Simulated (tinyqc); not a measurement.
Interface traps from C-V curves, high-low and Terman methods: one step of the calculation.

MOS capacitor on an n-type substrate; psi is the band bending, negative in depletion; only majority carriers are counted. At the bending psi the Fermi level lies y = xi - psi below the conduction edge at the surface, xi = Vt ln(Nc/Nd). Dit(y) = D0 + D1 exp(-y/E1); traps fill up to the Fermi level, follow the bias and a slow signal, and do not follow a fast one. V is the gate voltage from flat band.

Problem. Terman extraction. psi at each point follows from C_HF and the ideal curve. Dit = (Cox/q) d(V - V0)/dpsi by central differences over the two neighbours.

Constants: q = 1.602176634e-19 C. Results are converted to the units shown.

| point | psi (V) | V0 (V) | V (V) |
|---|---|---|---|
| 0 | -0.35000000 | -0.38004280 | -0.42293559 |
| 1 | -0.30557143 | -0.33347952 | -0.37356993 |
| 2 | -0.26114286 | -0.28673886 | -0.32363138 |
| 3 | -0.21671429 | -0.23976771 | -0.27294024 |
| 4 | -0.17228571 | -0.19248045 | -0.22124379 |
| 5 | -0.12785714 | -0.14472543 | -0.16816979 |
| 6 | -0.08342857 | -0.09620253 | -0.11312693 |
| 7 | -0.03900000 | -0.04624804 | -0.05506713 |

Cox = 863.28331 nF/cm^2

Find: Dit by Terman.

Solution.

| point | Dit by Terman (cm^-2 eV^-1) |
|---|---|
| 1 | 3.638e11 |
| 2 | 4.195e11 |
| 3 | 4.929e11 |
| 4 | 5.899e11 |
| 5 | 7.179e11 |
| 6 | 8.869e11 |

The differences overstate the curved tail; the largest error is 1.0 %, at point 6.

Range of the model: In a narrow-gap semiconductor minority carriers respond as well once the bending nears the inversion point; they are left out.

Computed by the program tinyqc: `OMP_NUM_THREADS=1 python tinyqc.py 2030143 2030144 out.jsonl`, one thread of a shared Intel Xeon 2.30GHz, about 0.01 s for the whole run.
